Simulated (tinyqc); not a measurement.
Thin-body transistor below threshold, two-dimensional Poisson equation on a small mesh: one step of the calculation.

A thin body on a thick buried insulator of low permittivity, taken as carrying no normal field at the bottom of the body (row 0). Mobile charge is neglected (subthreshold), the body is fully depleted, and potentials are counted from the intrinsic level; rows run upward to the gate, columns from source to drain.

Task. Over-relaxation sweep (omega = 1.3). Free nodes: rows 0..3, columns 1..4, taken row by row from row 0, left to right. t = (up psi(above) + dn psi(below) + lat [psi(left) + psi(right)] + s)/(up + dn + 2 lat), with the newest neighbours; psi(new) = psi + 1.3 (t - psi).

psi after iteration 1 (V):
```
             j=0        j=1        j=2        j=3        j=4        j=5
row 0  0.5400000  0.1220836  0.0337032  0.0150127  0.2288828  1.0400000
row 1  0.5400000  0.1712346  0.0544920  0.0216073  0.3262623  1.0400000
row 2  0.5400000  0.1446464  0.0452046  0.0191973  0.2740423  1.0400000
row 3  0.2750000  0.1167408  0.0434310  0.0195515  0.2200395  0.5250000
row 4  0.0100000  0.0100000  0.0100000  0.0100000  0.0100000  0.0100000
```

up, row 0 to 3: [16.848000, 16.848000, 40.615385, 40.615385]
dn, row 0 to 3: [0, 16.848000, 16.848000, 40.615385]
lat, row 0 to 3: [4.0625000, 8.125, 10.020833, 11.916667]
s, row 0 to 3 (V): [0, 0, 0, 0]

Give: psi after iteration 2.

Result.

psi after iteration 2 (V):
```
         j=0    j=1    j=2    j=3    j=4    j=5
row 0  0.540  0.235  0.091  0.082  0.455  1.040
row 1  0.540  0.241  0.099  0.128  0.469  1.040
row 2  0.540  0.203  0.081  0.103  0.392  1.040
row 3  0.275  0.119  0.053  0.091  0.227  0.525
row 4  0.010  0.010  0.010  0.010  0.010  0.010
```

Numbers from tinyqc (`OMP_NUM_THREADS=1 python tinyqc.py 2480164 2480165 out.jsonl`; about 0.1 s on one thread of a shared Intel Xeon 2.30GHz).
